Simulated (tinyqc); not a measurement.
One rectangular barrier with mass mismatch, transfer matrices: two steps of the calculation.

One electron of energy E comes from the left lead (band edge 0); no transverse momentum. Parabolic bands, masses in units of m0, C = hbar^2/(2 m0); psi and psi'/m are continuous at every interface. The right lead equals the left one.

Inputs (values chosen for the exercise); masses and offsets close to those of InGaAs wells and InP barriers:
```
symbol  value  unit          meaning
U1       0.25    eV   barrier height
m1      0.081    m0     barrier mass
d1        1.6    nm    barrier width
E       0.089    eV  electron energy
```

Constants: q = 1.602176634e-19 C, hbar = 1.054571817e-34 J s, m0 = 9.1093837015e-31 kg, hbar^2/(2 m0) = 0.0380998212 eV nm^2. Results are converted to the units shown.

Question 1. Matrices of the layers. For the pair (psi, psi'/m) a flat layer has M = [[cos kd, (m/k) sin kd], [-(k/m) sin kd, cos kd]] with k = sqrt(m (E - U)/C) above its edge U, and M = [[cosh Kd, (m/K) sinh Kd], [(K/m) sinh Kd, cosh Kd]] with K = sqrt(m (U - E)/C) below it. M12 is in nm, M21 in 1/nm.

Wanted: M of layer 1.

Answer 1.

M of layer 1:
```
       1       2
1  1.471  0.1494
2  7.793   1.471
```

Question 2. Transmission and reflection. The matrix M carries (psi, psi'/m) across the stack, and v = k/m in each lead. psi = 1 + r at the left edge (incident amplitude 1) and t at the right edge. With det M = 1, a = i vR M11 - M21 and b = -vL vR M12 - i vL M22: t = 2 i vL/(a - b), r = -(a + b)/(a - b), T(E) = (vR/vL) |t|^2, R(E) = |r|^2.

M of layer 1:
```
           1           2
1  1.4710663  0.14937375
2  7.7927760   1.4710663
```

vL = 7.5481689 1/nm
vR = 7.5481689 1/nm

Find: t; r; T(E); R(E).

Answer 2.

t = 0.6791+0.0219i
r = 0.0237-0.7334i
T(E) = 0.4616
R(E) = 0.5384

T(E) + R(E) = 1: the current is conserved.

Computed by the program tinyqc: `OMP_NUM_THREADS=1 python tinyqc.py 2560107 2560108 out.jsonl`, one thread of a shared Intel Xeon 2.30GHz, about 0.01 s for the whole run.
